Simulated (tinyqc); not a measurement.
Starting guesses with DIIS over 6 matrices: SCF starting guesses in the 3-21g basis, for N, spin multiplicity 4. Computed by the program tinyqc with PySCF. Command: `OMP_NUM_THREADS=1 python tinyqc.py 112217 112218 out.jsonl`; one thread of a shared host (Intel(R) Xeon(R) Processor @ 2.60GHz), about 1 s.

Geometry (angstrom):
```
atom       x       y       z
N     0.0000  0.0000  0.0000
```

lowest solution found by these runs and by PySCF with stability checks = -54.105390 hartree

UHF with one setting changed at a time; a run stops when the energy changes by less than 1e-09 hartree and the error matrix is below 1e-5. Starts: the lowest orbitals of the core Hamiltonian, of the Wolfsberg-Helmholz matrix (K = 1.75), projected atomic densities, random orbitals, and the highest orbitals of the core Hamiltonian (a deliberately bad start).

Largest element of the error matrix X^T (FDS - SDF) X:
```
iteration     core  Wolfsberg-Helmholz  atomic densities   random  highest core orbitals
1          1.1e+00             6.9e-01           1.3e-01  4.5e+00                2.8e-01
2          1.7e-01             9.7e-02           2.1e-01  4.8e-01                8.9e-01
3          1.9e-02             9.9e-03           1.1e-01  6.2e-02                7.2e-01
4          3.9e-03             1.3e-03           1.8e-02  1.5e-02                8.6e-01
5          3.5e-04             1.8e-04           2.6e-03  4.5e-03                8.6e-01
6          2.8e-05             1.7e-05           7.7e-05  1.6e-03                8.7e-01
8                -                   -           6.7e-08  2.0e-05                9.9e-02
10               -                   -                 -  4.0e-07                6.2e-03
14               -                   -                 -        -                1.9e-07
```

How each run ends:
```
run                    iterations  E (hartree)         state
core                            7   -54.105390  lowest found
Wolfsberg-Helmholz              7   -54.105390  lowest found
atomic densities                8   -54.105390  lowest found
random                         10   -54.105390  lowest found
highest core orbitals          14   -54.105390  lowest found
```

5 of 5 runs reach the lowest solution found, in 7 to 14 iterations (fastest: core, Wolfsberg-Helmholz). The first errors are 1e+00, 7e-01, 1e-01, 4e+00, 3e-01.
